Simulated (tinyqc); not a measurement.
# Capacitance of parallel on-chip lines from Laplace's equation on a mesh, step by step

Numbers from tinyqc (`OMP_NUM_THREADS=1 python tinyqc.py 2790225 2790226 out.jsonl`; about 0.7 s on one thread of a shared Intel Xeon 2.30GHz). Printed values are rounded.

Cross-section of an endless row of equal lines between two grounded planes; neighbours are driven in antiphase (+1 V and -1 V), so the plane midway between two lines is at 0 V. By symmetry one quarter is solved: x runs from the centre of a line (column 0, mirror) to that midplane (column 3, 0 V), y from the mid-height of the line (row 0, mirror) to the ground plane (row 4, 0 V). The line fills columns 0 to 1 and rows 0 to 2 at 1 V. Cells beside the line (below row 2) have e2, cells above have e1. Each link between nodes has the conductance g = mean permittivity of the two cells beside it (a cell beyond a mirror counts as 0), and the free nodes obey sum g (V_neighbour - V) = 0.

Inputs (values chosen for the exercise):

| symbol | value | unit | meaning |
|---|---|---|---|
| e1 | 4.2 |  | relative permittivity above and below the lines |
| e2 | 3.9 |  | relative permittivity between the lines |
| om | 1 |  | over-relaxation factor |

Constants: eps0 = 8.8541878128e-12 F/m. Results are converted to the units shown.

## Link conductances

gx[j, i] joins node (row j, column i) to column i + 1, gy[j, i] to row j + 1.

gx:
```
,col 0,col 1,col 2
row 0,1.95,1.95,1.95
row 1,3.9,3.9,3.9
row 2,4.05,4.05,4.05
row 3,4.2,4.2,4.2
row 4,2.1,2.1,2.1
```

gy:
```
,col 0,col 1,col 2,col 3
row 0,1.95,3.9,3.9,1.95
row 1,1.95,3.9,3.9,1.95
row 2,2.1,4.2,4.2,2.1
row 3,2.1,4.2,4.2,2.1
```

## Iteration 1: relaxation sweep

V at the start (V):
```
,col 0,col 1,col 2,col 3
row 0,1,1,0,0
row 1,1,1,0,0
row 2,1,1,0,0
row 3,0,0,0,0
row 4,0,0,0,0
```

One sweep visits the free nodes row by row from row 0, left to right, and replaces V by V + om (weighted mean of the neighbours - V), using new values at once.

V after sweep 1 (V):
```
,col 0,col 1,col 2,col 3
row 0,1.000000,1.000000,0.250000,0.000000
row 1,1.000000,1.000000,0.312500,0.000000
row 2,1.000000,1.000000,0.325231,0.000000
row 3,0.250000,0.312500,0.159433,0.000000
row 4,0.000000,0.000000,0.000000,0.000000
```

## Iteration 2: relaxation sweep

As before.

V after sweep 2 (V):
```
,col 0,col 1,col 2,col 3
row 0,1.000000,1.000000,0.406250,0.000000
row 1,1.000000,1.000000,0.432870,0.000000
row 2,1.000000,1.000000,0.395544,0.000000
row 3,0.406250,0.391421,0.196741,0.000000
row 4,0.000000,0.000000,0.000000,0.000000
```

## Course of the relaxation

Stop when no node changes by 1e-7 V. C = 4 eps0 sum g (difference of V along the link)^2, in aF/um.

Course of the iteration:
```
sweep,C (aF/um),largest change (V)
1,350.0180,0.325
2,320.6345,0.156
3,318.1370,0.0602
4,317.9692,0.0163
5,317.9583,4.23e-3
6,317.9576,1.08e-3
7,317.9576,2.74e-4
8,317.9576,6.91e-5
9,317.9576,1.74e-5
10,317.9576,4.36e-6
11,317.9576,1.09e-6
12,317.9576,2.74e-7
13,317.9576,6.85e-8
```

Converged in 13 sweeps. Over the last four sweeps the change shrinks by about 0.25 a sweep. C comes down from above, since the solution minimises the energy.

## Capacitance per length

converged V (V):
```
,col 0,col 1,col 2,col 3
row 0,1.000000,1.000000,0.488424,0.000000
row 1,1.000000,1.000000,0.476849,0.000000
row 2,1.000000,1.000000,0.418970,0.000000
row 3,0.458422,0.416844,0.208953,0.000000
row 4,0.000000,0.000000,0.000000,0.000000
```

C = 4 eps0 sum g (difference of V)^2 over all links (twice the energy of the four quarters, line at 1 V). Plate estimate without fringing: eps0 [2 e1 w/hd + 2 e2 t/(s/2)], w = 2 hx, t = 4 hx, s/2 = 2 hx, hd = 2 hx.

C = 317.9576 aF/um
plate estimate = 212.5005 aF/um

C depends on the shape only, not on the mesh step hx. Meshes 6, 12 and 24 times finer extrapolate (Aitken) to 294.8 aF/um; this mesh is 7.9 % above that, and the plate estimate is 28 % below it.
